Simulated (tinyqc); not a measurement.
Deal-Grove kinetics of thermal oxidation of silicon: one step, computed by the program tinyqc.

Oxidant diffuses through the oxide and reacts at the interface, so that dx/dt = B/(A + 2x) for the oxide thickness x.

Question. A single trial Runge-Kutta step of the thin-film equation. With f(x) = B/(A + 2x) + c (B/A) exp(-x/L) and h = L/(4 f(x_i)): k1 = f(x_i), k2 = f(x_i + h k1/2), k3 = f(x_i + h k2/2), k4 = f(x_i + h k3), x = x_i + h (k1 + 2 k2 + 2 k3 + k4)/6.

Inputs (values chosen for the exercise, close to those used for silicon): temperature T = 1175 C; initial oxide x_i = 0.025 um; ratio c of the extra rate to B/A = 1.5; decay length L = 0.0064 um.

Ambient: dry oxygen. Surface: (111). Extension: thin-film term.

length A = 0.1100705 um

parabolic constant B = 0.1857574 um^2/h

linear constant B/A = 1.687622 um/h

Give: step h; k1 to k4; x after the step.

Answer.

step h = 0.001321 h

k1 to k4 (um/h): [1.211, 1.194, 1.194, 1.178]

x after the step = 0.02658 um
